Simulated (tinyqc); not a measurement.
Fully depleted semiconductor-on-insulator film with two gates, non-linear Poisson equation by Newton steps: one step of the calculation.

One dimension across the film, front interface at x = 0, back interface at x = ts. psi is counted from the intrinsic level, n = ni exp(psi/Vt) (source grounded), holes neglected, acceptors ionised. Gates act through Cox = eps0 eox/tox and Cbox = 3.9 eps0/tb with potentials G1 = Vg - (phiM - chi - Vt ln(Nc/ni)) and G2 = Vb - (phiB - chi - Vt ln(Nc/ni)). Classical Boltzmann densities, no interface charge, no depletion in the back plane.

Problem. Density, residual and Jacobian diagonal. Nodes 0 to 10, h = ts/10, box widths w = h (h/2 at both ends), a = eps0 eps_r/h. F_i = a (psi_(i+1) - 2 psi_i + psi_(i-1)) - q w_i (n_i + Na); F_0 = a (psi_1 - psi_0) + Cox (G1 - psi_0) - q w_0 (n_0 + Na); F_10 = a (psi_9 - psi_10) + Cbox (G2 - psi_10) - q w_10 (n_10 + Na). Diagonal b_i = -2 a - q w_i n_i/Vt, with -a - Cox and -a - Cbox in place of -2 a at the ends.

Inputs (values chosen for the exercise); band and dielectric values close to those of In0.53Ga0.47As:
```
symbol  value   unit                                                                 meaning
T         300      K                                                             temperature
eox       3.9         relative permittivity of the gate insulator (close to silicon dioxide)
tox       1.3     nm                                                     insulator thickness
ts         28     nm                                                          film thickness
tb        130     nm                                      buried-oxide thickness (eps_r 3.9)
Na       1e15  cm^-3                                            acceptor density of the film
```

Constants: q = 1.602176634e-19 C, kB = 1.380649e-23 J/K, Vt = kB T/q, eps0 = 8.8541878128e-14 F/cm where lengths are in cm. Results are converted to the units shown.

psi at the start, node 0 to 10 (V): [0.07, 0.07, 0.07, 0.07, 0.07, 0.07, 0.07, 0.07, 0.07, 0.07, 0.07]
ni = 7.0261763e11 cm^-3
a = 4.3954718 uF/cm^2
G1 = 0.48581358 V
G2 = 1.1258136 V

Wanted: n; residual F; diagonal b.

Solution.

n, node 0 to 10 (cm^-3): [1.054e13, 1.054e13, 1.054e13, 1.054e13, 1.054e13, 1.054e13, 1.054e13, 1.054e13, 1.054e13, 1.054e13, 1.054e13]
residual F, node 0 to 10 (in units of 1e-6 C/cm^2): [1.104, 0.000, 0.000, 0.000, 0.000, 0.000, 0.000, 0.000, 0.000, 0.000, 0.028]
diagonal b, node 0 to 10 (F/cm^2): [-7.052e-6, -8.791e-6, -8.791e-6, -8.791e-6, -8.791e-6, -8.791e-6, -8.791e-6, -8.791e-6, -8.791e-6, -8.791e-6, -4.422e-6]

tinyqc, about 0.4 s, one thread, Intel Xeon 2.30GHz (shared host): `OMP_NUM_THREADS=1 python tinyqc.py 2190054 2190055 out.jsonl`
